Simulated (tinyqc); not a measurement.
# Semiconductor laser, carrier and photon rate equations: effects of single changes

Carrier density N and photon density S in one mode: dN/dt = F1 = eta I/(q V) - (A N + B N^2 + C N^3) - vg g S; dS/dt = F2 = G vg g S + G be B N^2 - S/tp, with g = g0 ln(N/Ntr)/(1 + ec S). Output power P = Fo Eph S V/(G tp). No heating, no carrier transport.

Parameters, values chosen for the exercise:
```
symbol    value    unit                                      meaning
V       2.4e-11    cm^3                                active volume
G         0.106                                   confinement factor
vg       7.96e9    cm/s                               group velocity
g0         1400    1/cm                             gain coefficient
Ntr      2.1e18   cm^-3                         transparency density
ec      2.7e-17    cm^3                             gain compression
tp          1.7      ps                              photon lifetime
A         1.5e8     1/s             defect recombination coefficient
B       1.4e-10  cm^3/s                        radiative coefficient
C       1.2e-29  cm^6/s                            Auger coefficient
be       5.5e-5          share of spontaneous emission into the mode
eta        0.88                                 injection efficiency
Fo         0.59                share of cavity losses that is output
Eph        0.95      eV                                photon energy
I            23      mA                                drive current
```

Constants: q = 1.602176634e-19 C. Results are converted to the units shown.

Each table varies one quantity; the others keep the values above.

## Effect of the Auger coefficient on threshold and bandwidth

gth = 1/(G vg tp), Nth = Ntr exp(gth/g0), Ith = q V (A Nth + B Nth^2 + C Nth^3)/eta. N and S are the steady state (F1 = F2 = 0, S > 0). Jacobian, with a = g0/(N (1 + ec S)) and d = g/(1 + ec S): J11 = -(A + 2 B N + 3 C N^2) - vg a S, J12 = -vg d, J21 = G vg a S + 2 G be B N, J22 = G vg d - 1/tp. wR^2 = det J, gamma = -trace J, fR = wR/(2 pi); the response wR^2/(wR^2 - w^2 + i gamma w) falls to 1/sqrt(2) at w^2 = x + sqrt(x^2 + wR^4), x = wR^2 - gamma^2/2 (f3dB = w/(2 pi)).

Result of one run:
```
C (cm^6/s),Ith (mA),P (mW),fR (GHz),gamma (1/ns),f3dB (GHz)
4.4e-30,10.36,6.168,4.954,11.01,7.526
```

What becomes of these results when the Auger coefficient C is changed from 4.4e-30 to 1.6e-29 cm^6/s, all else the same?

Result of the changed run:
```
C (cm^6/s),Ith (mA),P (mW),fR (GHz),gamma (1/ns),f3dB (GHz)
1.6e-29,12.45,5.130,4.533,9.819,6.895
```

The whole series:
```
C (cm^6/s),Ith (mA),P (mW),fR (GHz),gamma (1/ns),f3dB (GHz)
1.2e-30,9.785,6.456,5.063,11.34,7.689
2.3e-30,9.983,6.357,5.026,11.23,7.633
4.4e-30,10.36,6.168,4.954,11.01,7.526
8.5e-30,11.10,5.800,4.810,10.59,7.310
1.6e-29,12.45,5.130,4.533,9.819,6.895
3.1e-29,15.16,3.798,3.918,8.284,5.966
```

As C goes from 1.2e-30 to 3.1e-29 cm^6/s, Ith rises from 9.78 to 15.2 mA, fR falls from 5.06 to 3.92 GHz, gamma falls from 11.3 to 8.28 1/ns and f3dB falls from 7.69 to 5.97 GHz.

## Light against current through threshold

Same model as above.

Light against current through threshold:
```
I (mA),N/Nth,S (cm^-3),P (mW),share of carriers lost by stimulated emission (%)
2.3,0.40943,1.5486e9,1.8521e-5,-0.0012951
5.9,0.69961,1.1303e10,1.3518e-4,0.0013129
9.4,0.89358,5.8539e10,7.0015e-4,0.011689
11,0.96785,2.3648e11,0.0028284,0.048709
13,1.0005,5.1814e13,0.61971,9.6616
18,1.0034,2.5524e14,3.0528,34.383
23,1.0062,4.5876e14,5.4870,48.365
35,1.0128,9.4717e14,11.328,65.620
59,1.0262,1.9237e15,23.008,79.063
```

Read the table: what changes, and by how much?

Ith is 11.7 mA. The power rises by a factor of 885 between 9.4 and 13 mA, while N/Nth goes only from 0.894 to 1.00. Above threshold N is nearly clamped, reaching 1.026 Nth in the last row through gain compression, and the slope between the last two rows is 0.487 W/A, against Fo eta Eph/q = 0.493 W/A. At I = 2.3 mA N is far below Ntr, where the logarithmic gain law overstates the absorption.

## Effect of the gain coefficient on threshold and bandwidth

Same model as above.

Effect of the gain coefficient on threshold and bandwidth:
```
g0 (1/cm),Ith (mA),P (mW),fR (GHz),gamma (1/ns),f3dB (GHz)
930,19.60,1.626,1.865,4.608,2.817
1200,13.86,4.429,3.752,8.503,5.695
1500,10.98,5.861,5.087,10.92,7.741
2000,8.749,6.983,6.773,13.51,10.34
2500,7.652,7.536,8.135,15.48,12.43
3300,6.732,8.000,9.953,18.19,15.23
4200,6.184,8.277,11.68,21.00,17.88
```

As g0 goes from 930 to 4200 1/cm, Ith falls from 19.6 to 6.18 mA, fR rises from 1.86 to 11.7 GHz, gamma rises from 4.61 to 21.0 1/ns and f3dB rises from 2.82 to 17.9 GHz.

tinyqc, about 0.01 s, one thread, Intel Xeon 2.30GHz (shared host): `OMP_NUM_THREADS=1 python tinyqc.py 2840010 2840011 out.jsonl`
